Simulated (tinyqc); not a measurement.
Self-consistent Fermi level with native defects, at growth and after a quench. Changing the dopant density N_X. Computed by tinyqc, a small Python program. Command: `OMP_NUM_THREADS=1 python tinyqc.py 3000737 3000738 out.jsonl scfermi sweep`. One thread of a shared host (Intel(R) Xeon(R) Processor @ 2.30GHz), about 0.1 s of CPU time with the checks.

Energies are counted from the top of the valence band (VBM); when the gap shrinks with temperature the conduction band moves and the levels stay. The added dopant is taken as fully ionised. D and A draw on one reservoir with opposite signs, as the two vacancies of a compound do.

Inputs (values chosen for the exercise, with bands modelled on 4H-SiC):
```
quantity                                value   unit
gap E_g at 300 K                          3.2     eV
slope -dE_g/dT above 300 K            0.00029   eV/K
electron mass m_e                       0.401    m_0
valleys M_c                                 3      -
hole mass m_h                            2.07    m_0
E_f of the neutral native donor D       2.877     eV
E_f of the neutral native acceptor A    2.745     eV
shift s of the chemical potential       0.083     eV
site density N_s                      4.5e+22  cm^-3
growth temperature T_g                   1250      K
temperature of use T                      300      K
```

Added shallow dopant: donor.

levels of D above the VBM, most positive state first (eV): 1.45  2.68

levels of A above the VBM, (0/-1) first (eV): 0.0942

Constants: m_0 = 9.1093837015e-31 kg; k_B = 1.380649e-23 J/K; h = 6.62607015e-34 J s; k_B = 8.617333262e-05 eV/K.

Method:
- E_f(D, 0) = input + s and E_f(A, 0) = input - s; E_f(q, E_F = 0) follows from the levels, eps(q/q-1) = E_f(q - 1) - E_f(q) at E_F = 0.
- E_g(T) = E_g - slope x max(0, T - 300 K).
- N_c = 2 M_c (2 pi m_e k_B T/h^2)^(3/2) and N_v = 2 (2 pi m_h k_B T/h^2)^(3/2), masses in units of m_0.
- At growth T = T_g.
- n = N_c F_1/2((E_F - E_g)/k_B T), p = N_v F_1/2(-E_F/k_B T).
- F_1/2(eta) = (2/sqrt(pi)) int_0^infinity sqrt(x)/(1 + exp(x - eta)) dx, by the trapezoid rule in t = sqrt(x) with step 0.02 up to t = 12 (for eta < -12 by exp(eta) - exp(2 eta)/2^(3/2)).
- In equilibrium c_q = N_s exp(-(E_f(q, 0) + q E_F)/k_B T).
- Net charge = p - n + sum q c_q + N_X; the log ratio is ln(positive charge/negative charge).
- E_F is the root of the log ratio, by 50 bisections between -0.5 eV and E_g + 0.5 eV.
- After a quench the totals of D and A stay as grown, and each is shared among its charge states with weights exp(-(E_f(q, 0) + q E_F)/k_B T).

One run for each value; columns: (1) dopant density N_X (cm^-3); (2) E_F at growth (eV); (3) total D (cm^-3); (4) total A (cm^-3); (5) E_F after the quench (eV); (6) n after the quench (cm^-3); (7) p after the quench (cm^-3):
```
(1)         (2)        (3)        (4)    (5)        (6)        (7)
1.00e+15  1.341  4.915e+16  8.862e+16  1.417  2.120e-11  1.178e-04
4.00e+15  1.342  4.813e+16  8.970e+16  1.417  2.144e-11  1.164e-04
7.00e+16  1.374  2.916e+16  1.204e+17  1.424  2.837e-11  8.799e-05
3.00e+17  1.476  6.689e+15  3.101e+17  1.449  7.291e-11  3.424e-05
1.00e+18  1.602  1.443e+15  1.001e+18  2.640  7.533e+09  3.314e-25
4.00e+18  1.751  3.083e+14  3.997e+18  2.970  2.646e+15  9.436e-31
2.00e+19  1.925  5.888e+13  1.998e+19  3.015  1.506e+16  1.657e-31
7.00e+19  2.060  1.672e+13  6.995e+19  3.048  5.295e+16  4.710e-32
3.00e+20  2.216  3.930e+12  2.998e+20  3.085  2.269e+17  1.095e-32
```

Give the missing row, dopant density N_X (cm^-3) = 2.00e+16.

Computed row; columns: (1) dopant density N_X (cm^-3); (2) E_F at growth (eV); (3) total D (cm^-3); (4) total A (cm^-3); (5) E_F after the quench (eV); (6) n after the quench (cm^-3); (7) p after the quench (cm^-3):
```
(1)         (2)        (3)        (4)    (5)        (6)        (7)
2.00e+16  1.350  4.289e+16  9.590e+16  1.419  2.285e-11  1.092e-04
```

Interpolating between the two neighbouring rows (the first column on a logarithmic scale, the others too where they are positive) misses most in total D (cm^-3), by 15 %. Over the rows, E_F at growth (eV) rises from 1.34 to 2.22 (exponent d ln y / d ln x 7.0e-4 between the first rows and 0.050 between the last); total D (cm^-3) falls from 4.91e16 to 3.93e12 (exponent d ln y / d ln x -0.015 between the first rows and -0.99 between the last); total A (cm^-3) rises from 8.86e16 to 3.00e20 (exponent d ln y / d ln x 0.0088 between the first rows and 1.0 between the last). At the high end the exponent of total A is 1.00, close to 1: native acceptors form in proportion to the added donors. The density of carriers of the sign that the dopant should give, relative to N_X, goes after the quench from 2.1e-24 % to 0.076 %. Doping moves E_F at growth, which lowers E_f of the compensating defect by its charge times the shift.

Caution (rows 7.00e19, 3.00e20): above about 2e19 cm^-3 defects interact, pair and form bands, which the dilute model leaves out.
